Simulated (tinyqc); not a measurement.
Worked calculation: density of states of one tight-binding band on the simple cubic lattice. Values are carried at full precision from step to step, so a last printed digit may differ when a step is redone from the rounded ones.

E(k) = -2 t (c1 + c2 + c3) - 4 t2 (c1 c2 + c2 c3 + c3 c1) with ci = cos(2 pi ki); k in fractions of the reciprocal vectors, mesh k_i = j/N with j = 0 .. N-1. Densities are per cell and per spin, so the band holds one state.

Inputs chosen for the exercise: t = 0.6 eV (nearest hopping); t2 = -0.01 eV (second hopping); N = 4 (mesh points along each axis); bins = 8 (bins of the histogram); E_lo = -3.513 eV (lower end of the histogram); E_hi = 3.817 eV (upper end); E = 2.31 eV (energy at which the density is wanted); sigma = 0.3 eV (Gaussian width).

## Energies on the mesh

Evaluate the band at all 64 points and collect equal values.

Distinct energies:
```
E_k (eV)  points
-3.4800        1
-2.3600        6
-1.2400        3
-1.2000       12
-0.0400       12
0.0000         8
1.1600         3
1.2000        12
2.4400         6
3.7200         1
```

The 64 points give 10 distinct energies between -3.4800 and 3.7200 eV; a dense mesh gives a band from -3.480 to 3.720 eV.

## Histogram

Count the points in equal bins from E_lo to E_hi; g = count/(all points x bin width).

Histogram:
```
from (eV)  to (eV)  points  g (1/eV)
-3.5130    -2.5968       1    0.0171
-2.5968    -1.6805       6    0.1023
-1.6805    -0.7642      15    0.2558
-0.7642     0.1520      20    0.3411
0.1520      1.0682       0    0.0000
1.0682      1.9845      15    0.2558
1.9845      2.9007       6    0.1023
2.9007      3.8170       1    0.0171
```

Empty bins: 1 of 8; the fullest holds 20 points. Empty bins inside the band come from the coarse mesh, not from gaps.

## Gaussian broadening at one energy

Gaussian broadening: g(E) = mean over the mesh of exp(-(E - E_k)^2/(2 sigma^2))/(sigma sqrt(2 pi)), n(E) = mean of erfc((E_k - E)/(sigma sqrt 2))/2.

Sum over the distinct energies with their counts.

n(E) = 0.9218
g(E) = 0.1138 1/eV

## One tetrahedron of the mesh

For corner energies e1 <= e2 <= e3 <= e4 and eij = ei - ej, the share of the tetrahedron below E is n = (E - e1)^3/(e21 e31 e41) for e1 < E < e2; n = [e21^2 + 3 e21 x + 3 x^2 - (e31 + e42) x^3/(e32 e42)]/(e31 e41) with x = E - e2 for e2 < E < e3; n = 1 - (e4 - E)^3/(e41 e42 e43) for e3 < E < e4; its density of states is g = dn/dE.

corner energies, sorted (eV): [0.0000, 1.1600, 1.2000, 2.4400]

Find its share below E and its density of states at E.

n = 0.9994
g = 0.0131 1/eV

E lies between corners 3 and 4.

## Sum over all linear tetrahedra

Each cube of the mesh, corners numbered 0 to 7 as the binary number (i j l), is cut into six tetrahedra around the diagonal 0-7: 0137, 0157, 0237, 0267, 0457, 0467. For corner energies e1 <= e2 <= e3 <= e4 and eij = ei - ej, the share of the tetrahedron below E is n = (E - e1)^3/(e21 e31 e41) for e1 < E < e2; n = [e21^2 + 3 e21 x + 3 x^2 - (e31 + e42) x^3/(e32 e42)]/(e31 e41) with x = E - e2 for e2 < E < e3; n = 1 - (e4 - E)^3/(e41 e42 e43) for e3 < E < e4; its density of states is g = dn/dE.

Average n and g over all pieces of the mesh. The reference uses the same method with N = 36.

n(E) = 0.9714
g(E) = 0.0612 1/eV
reference n(E) = 0.933
reference g(E) = 0.084 1/eV

On this mesh the linear method errs by -0.023 1/eV in g and +0.039 in n; the Gaussian sum erred by +0.030 and -0.011.

## Checks

- States below the top of the band by the linear method against one: both 1.000000.

Computed by tinyqc, a small Python program: `OMP_NUM_THREADS=1 python tinyqc.py 1682697 1682698 out.jsonl` (the numbers bound the seed that draws the inputs); one thread of a shared host (Intel(R) Xeon(R) Processor @ 2.30GHz), about 0.2 s for the whole set of steps.
